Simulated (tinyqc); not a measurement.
# Stoner model of a band magnet at zero temperature, step by step

A worked calculation. Computed by tinyqc, a small Python program that keeps every step. Command: `OMP_NUM_THREADS=1 python tinyqc.py 3028305 3028306 out.jsonl stoner walk`. One thread of a shared host (Intel(R) Xeon(R) Processor @ 2.30GHz), about 0.04 s of CPU time with the checks. Intermediate numbers are printed to about 5 digits and carried at full precision; extremes and crossings named in words are read from the listed rows.

Five orbitals per spin share one band; u = (E - E_bottom)/W runs from 0 to 1, and the states per spin, atom and energy are g = 5 d(u)/W with d = (8/pi) sqrt(u (1 - u)). N(u) is the integral of d from 0. The moment m = n_up - n_down (electrons per atom) moves the fillings to n +/- m/10; the energy is E(m) = E_band(m) - I m^2/4.

Inputs (values chosen for the exercise, for a model d band):

| quantity | value | unit |
|---|---|---|
| band width W | 2.4 | eV |
| filling n per spin orbital | 0.21 | - |
| Stoner parameter I | 0.418 | eV |
| field B | 10 | T |
| start moment m0 | 0.51 | mu_B |
| largest number of steps | 600 | - |

Density of states: semi-elliptic.

Constants: mu_B = 5.7883818060e-05 eV/T.

## The paramagnetic state

Solve N(u_F) = n; g_F = 5 d(u_F)/W; the Stoner product is I g_F.

u_F = 0.26304

g_F = 2.3358 1/eV

Stoner product I g_F = 0.97635

I g_F < 1: the paramagnet is locally stable.

## Exchange-enhanced response

The susceptibility is enhanced by 1/(1 - I g_F), and a field B induces m = 2 mu_B B g_F/(1 - I g_F).

enhancement = 42.290

induced moment = 0.11435 mu_B

## Fixed-moment scan

For a moment m the Fermi levels of the two spins lie W [u(n + m/10) - u(n - m/10)] =: Delta apart; gbar = m/Delta is the mean density of states between them. A solution has I gbar = 1, is stable where gbar falls with m, or sits at saturation m_max = 10 min(n, 1 - n) if I gbar > 1 there. E_band(m) = 5 W [e(n + m/10) + e(n - m/10) - 2 e(n)], e = integral of u d(u) up to the Fermi level.

Against the moment:

| m (mu_B) | Delta (eV) | I gbar | E(m) - E(0) (meV) |
|---|---|---|---|
| 0.105 | 0.0450 | 0.97619 | 0.028 |
| 0.315 | 0.1351 | 0.97491 | 0.259 |
| 0.630 | 0.2714 | 0.97046 | 1.132 |
| 0.945 | 0.4104 | 0.96256 | 2.926 |
| 1.260 | 0.5543 | 0.95022 | 6.225 |
| 1.575 | 0.7070 | 0.93125 | 12.070 |
| 1.890 | 0.8790 | 0.89875 | 22.505 |
| 2.100 | 1.0488 | 0.83695 | 34.820 |

I gbar runs between 0.837 and 0.976; the energy falls with m where it exceeds 1 and rises where it is below. The lowest row is m = 0.10, and no row lies below the paramagnet.

## Self-consistent moment

Split the bands by Delta = I m, find the common Fermi level that keeps 10 n electrons, and read m(out) = 5 [N(u + Delta/(2W)) - N(u - Delta/(2W))], N clipped to 0 and 1. Start from m0 (at most 0.9 m_max, m_max = 10 min(n, 1 - n)); stop when m changes by less than 1e-8; moments under 1e-5 count as 0.

Iteration:

| step | m in (mu_B) | Delta (eV) | m out (mu_B) |
|---|---|---|---|
| 1 | 5.1000e-01 | 2.1318e-01 | 4.9610e-01 |
| 2 | 4.9610e-01 | 2.0737e-01 | 4.8267e-01 |
| 3 | 4.8267e-01 | 2.0176e-01 | 4.6970e-01 |
| 4 | 4.6970e-01 | 1.9633e-01 | 4.5716e-01 |
| 5 | 4.5716e-01 | 1.9109e-01 | 4.4502e-01 |
| ... | ... | ... | ... |
| 580 | 4.5525e-07 | 1.9030e-07 | 4.4449e-07 |
| 581 | 4.4449e-07 | 1.8580e-07 | 4.3398e-07 |
| 582 | 4.3398e-07 | 1.8140e-07 | 4.2371e-07 |
| 583 | 4.2371e-07 | 1.7711e-07 | 4.1370e-07 |
| 584 | 4.1370e-07 | 1.7292e-07 | 4.0391e-07 |

moment m = 0 mu_B

last change of m = 9.7824e-09

The moment dies away, once small by the factor I g_F a step.

Checks made by the program: N(u_F) against quadrature of d (relative difference below 1e-10).
